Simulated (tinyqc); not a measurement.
## p-i-n power rectifier, conductivity modulation at high injection: forward voltage and stored charge against the temperature

A drift layer from x = -d to d (2 d = W) between ideal p+ and n+ emitters (no recombination in them). High injection, n = p, ambipolar diffusion with one lifetime; both mobilities scale as (T/300 K)^(-bt).

Nc and Nv are given at 450 K and scale as (T/450 K)^1.5; tau is held fixed. Triangular field at breakdown with Ec = Kc N^(1/8): BV = eps0 eps_r Ec^2/(2 q N), so N = (eps0 eps_r Kc^2/(2 q BV))^(4/3); W = 2 BV/Ec; mu = mud (T/300 K)^(-bt); rho = 1/(q mu N); ideal resistance rho W. Da = 2 mun mup Vt/(mun + mup), La = sqrt(Da tau), B = (mun - mup)/(mun + mup) with mun = mud (T/300 K)^(-bt), mup likewise; n(x) = (tau J/(2 q La)) [cosh(x/La)/sinh(d/La) - B sinh(x/La)/cosh(d/La)]. Ohmic drop: integral of J/(q (mun + mup) n); diffusion (Dember) drop Vt B ln(n(-d)/n(d)); both junctions together Vt ln(n(-d) n(d)/ni^2), ni = sqrt(Nc Nv) exp(-Eg/(2 Vt)), Eg in volts; V_F = the sum; stored charge q times the integral of n. Integrals on a fine grid. Peak reverse current if all stored charge left in a linear ramp without recombination (an upper bound): sqrt(2 a Q). Rows where n falls below the doping are left out.

Parameters, values chosen for the exercise; bulk values close to those of 4H silicon carbide: relative permittivity eps_r = 9.64; critical-field constant Kc = 23200 V/cm per (cm^-3)^(1/8); rated breakdown voltage of the drift layer BV = 13000 V; drift mobility at 300 K mud = 826 cm^2/(V s); temperature exponent of the drift mobility bt = 2.5; hole mobility at 300 K mup = 108 cm^2/(V s); band gap Eg = 3.38 eV; conduction-band density of states at the reference temperature Nc = 3.12e19 cm^-3; valence-band density of states at the reference temperature Nv = 4.59e19 cm^-3; forward current density J = 50 A/cm^2; ramp rate of the current at turn-off a = 2000 A/(cm^2 us); high-level lifetime tau = 6.8e-5 s.

Constants: q = 1.602176634e-19 C, kB = 1.380649e-23 J/K, Vt = kB T/q, eps0 = 8.8541878128e-14 F/cm where lengths are in cm. Results are converted to the units shown.

The same in every row: Q (uC/cm^2) = 3400; sqrt(2 a Q) (A/cm^2) = 3688.

Result of one run:
```
d/La	drift drop, ohmic and diffusion (V)	junction drops (V)	V_F (V)	lowest n over N	J rho W (V)
0.3851	0.006070	3.275	3.281	2321	7.329
```

Which temperature T gave this result: 250, 290, 370 or 450 K?

T = 250 K.

The whole series:
```
T (K)	d/La	drift drop, ohmic and diffusion (V)	junction drops (V)	V_F (V)	lowest n over N	J rho W (V)
250	0.3851	0.006070	3.275	3.281	2321	7.329
290	0.4305	0.008700	3.247	3.256	2285	10.62
330	0.4743	0.01189	3.219	3.231	2247	14.67
370	0.5168	0.01565	3.189	3.204	2208	19.53
410	0.5581	0.02001	3.158	3.178	2169	25.24
450	0.5985	0.02498	3.126	3.151	2130	31.86
490	0.6380	0.03059	3.093	3.124	2090	39.42
```

V_F falls from 3.28 to 3.12 V; the drift drop rises from 0.00607 to 0.0306 V and the junction drops fall from 3.27 to 3.09 V. Where n exceeds a few 1e17 cm^-3, emitter and Auger recombination, left out here, lower n and change V_F.

Numbers from tinyqc (`OMP_NUM_THREADS=1 python tinyqc.py 2230010 2230011 out.jsonl`; about 0.01 s on one thread of a shared Intel Xeon 2.30GHz).
